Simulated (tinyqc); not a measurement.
Planar ballistic transistor, top-of-the-barrier model: effect of the temperature.

At the top of the source barrier, states moving towards the drain are filled by the source (Fermi level 0) and states moving back by the drain (Fermi level -q Vd); nothing scatters. U is the shift of the band edge there, set by the capacitances CG, CD and CS (the total) and by the charge. Parabolic two-dimensional band; the source is grounded.

N0 = gv m kB T/(pi hbar^2), CG = eps0 eox/tox, vT = sqrt(2 kB T/(pi m)), CS = CG/aG, n0 = n at U = 0 and Vd = 0. eta1 = -(E0 + U)/Vt, eta2 = eta1 - Vd/Vt, n = (N0/2)[F_0(eta1) + F_0(eta2)], F_0(x) = ln(1 + exp x). U = UL + q (n - n0)/CS with UL = -(aG Vg + aD Vd), energies in eV. I = q (N0/2) vT [F_(1/2)(eta1) - F_(1/2)(eta2)] per width, F_(1/2)(x) = (2/sqrt(pi)) int_0^infinity u^(1/2)/(1 + exp(u - x)) du. CQ = (q/Vt) dn/d(eta1). E0 is held fixed.

Parameters, values chosen for the exercise; mass and valleys close to those of gallium arsenide:
- m = 0.0643 m0 (effective mass)
- gv = 1 (valley degeneracy)
- eox = 3.9 (relative permittivity of the gate insulator)
- tox = 3.5 nm (insulator thickness)
- aG = 0.9 (gate control CG/CS)
- aD = 0.042 (drain control CD/CS)
- E0 = 0.17 eV (band edge at the barrier top above the source Fermi level at zero bias)
- Vg = 0.5 V (gate voltage)
- Vd = 0.5 V (drain voltage)

Constants: q = 1.602176634e-19 C, kB = 1.380649e-23 J/K, hbar = 1.054571817e-34 J s, m0 = 9.1093837015e-31 kg, Vt = kB T/q, eps0 = 8.8541878128e-14 F/cm where lengths are in cm. Results are converted to the units shown.

Effect of the temperature:

| T (K) | eta1 | n (cm^-2) | I (uA/um) | mean velocity I/(q n) (cm/s) | CQ/CS |
|---|---|---|---|---|---|
| 50 | 23.58 | 1.364e12 | 693.2 | 3.171e7 | 1.963 |
| 77 | 15.31 | 1.364e12 | 695.3 | 3.181e7 | 1.963 |
| 120 | 9.824 | 1.364e12 | 700.6 | 3.205e7 | 1.963 |
| 180 | 6.549 | 1.364e12 | 711.9 | 3.256e7 | 1.960 |
| 240 | 4.908 | 1.365e12 | 727.7 | 3.327e7 | 1.948 |
| 300 | 3.919 | 1.367e12 | 747.6 | 3.413e7 | 1.925 |
| 360 | 3.255 | 1.372e12 | 771.4 | 3.509e7 | 1.890 |
| 420 | 2.779 | 1.380e12 | 799.0 | 3.614e7 | 1.848 |

As T goes from 50 to 420 K, n rises from 1.36e12 to 1.38e12 cm^-2, the mean velocity rises from 3.17e7 to 3.61e7 cm/s and the current rises from 693 to 799 uA/um. CQ/CS goes from 2.0 to 1.8.

tinyqc, about 0.01 s, one thread, Intel Xeon 2.30GHz (shared host): `OMP_NUM_THREADS=1 python tinyqc.py 2400014 2400015 out.jsonl`
